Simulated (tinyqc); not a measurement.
Hopping conduction between localised states: one step, computed by the program tinyqc. Command: `OMP_NUM_THREADS=1 python tinyqc.py 3026768 3026769 out.jsonl hop walk`. One thread of a shared host (Intel(R) Xeon(R) Processor @ 2.30GHz), about 0.01 s of CPU time with the checks.

Energies are counted from the Fermi level. A small network shows the mechanism; the laws of an infinite system follow.

Problem. Kirchhoff solution. Site 1 is held at potential 1 and site 6 at 0; Kirchhoff's law sum_j G_ij (u_i - u_j) = 0 fixes the others; G = sum_j G_1j (1 - u_j). G_ij = G_0 exp(-s_ij).

Inputs (values chosen for the exercise, for a model defective oxide): conductance scale G_0 = 1 microsiemens; temperature T = 350 K.

Dimension: 2D.

s_ij:
```
[[0.00000, 4.96970, 10.82616, 14.66489, 18.16375, 20.12846],
 [4.96970, 0.00000, 9.13753, 13.16244, 16.84912, 18.84546],
 [10.82616, 9.13753, 0.00000, 11.38932, 13.76065, 15.50934],
 [14.66489, 13.16244, 11.38932, 0.00000, 7.40753, 10.55638],
 [18.16375, 16.84912, 13.76065, 7.40753, 0.00000, 4.42888],
 [20.12846, 18.84546, 15.50934, 10.55638, 4.42888, 0.00000]]
```

Give: potentials; conductance G; -ln(G/G_0).

Solution.

potentials: [1.000, 0.998, 0.911, 0.021, 0.001, 0.000]

conductance G = 1.357e-05 microsiemens

-ln(G/G_0) = 11.21
